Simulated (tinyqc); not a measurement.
Double-gate transistor, scale length and short-channel effects: two steps of the calculation.

A body of thickness ts between two insulators of thickness ti and two tied gates. Below threshold the potential that source and drain add obeys Laplace's equation and vanishes on the gate. Its lowest mode decays along the channel as exp(-k y); k is the smallest positive root of the matching condition at the interface, and the scale length is Lambda = pi/k.

Values chosen for this exercise; permittivities: semiconductor close to that of silicon, insulator close to that of silicon dioxide: temperature T = 350 K; relative permittivity of the semiconductor eps_r = 11.9; relative permittivity of the insulator ei = 3.75; insulator thickness ti = 1.5 nm; body thickness ts = 8.6 nm; channel length L = 31 nm; potential of the source Vbi = 0.92 V; potential of the barrier top at threshold sT = 0.64 V; long-channel threshold VTL = 0.4 V; long-channel body factor m = 1; drain voltage Vds = 0.6 V.

Constants: q = 1.602176634e-19 C, kB = 1.380649e-23 J/K, Vt = kB T/q. Results are converted to the units shown.

Question 1. Decay constant by Newton steps. f(k) = ei cos(k ti) cos(k ts/2) - eps_r sin(k ti) sin(k ts/2); f' by a central difference with +/- 1e-5 1/nm; k(new) = k - f/f'.

k at the start = 0.21 1/nm

Give: f; f'; k after iteration 1.

Answer 1.

f = -0.6869
f' = -36.26 nm
k after iteration 1 = 0.1911 1/nm

Question 2. Threshold shift, barrier position and swing. Along the channel psi(y) = s + a exp(y/l) + b exp(-y/l) with psi(0) = Vbi, psi(L) = Vbi + Vds and l = 1/k = Lambda/pi; with A = Vbi - s, B = A + Vds, x = exp(-L/l): a = (B - A x) x/(1 - x^2), b = (A - B x)/(1 - x^2). The minimum is s + 2 sqrt(a b), at y = (l/2) ln(b/a). The long-channel potential follows the gate as s = sT + (Vg - VTL)/m, and the threshold VT is the gate voltage at which the minimum equals sT. Swing = m Vt ln 10/g at threshold, g = d(minimum)/ds = 1 - (b x + a)/((1 + x) sqrt(a b)).

l = 5.2443838 nm

Find: s at threshold; a; b; position of the minimum; VT; swing.

Answer 2.

s at threshold = 0.58158 V
a = 0.0025399 V
b = 0.33588 V
position of the minimum = 12.808 nm
VT = 0.34158 V
swing = 78.720 mV/decade

The threshold lies 58.4 mV below the long-channel value, and the barrier top sits at 0.41 L from the source.

Numbers from tinyqc (`OMP_NUM_THREADS=1 python tinyqc.py 2420106 2420107 out.jsonl`; about 0.01 s on one thread of a shared Intel Xeon 2.30GHz).
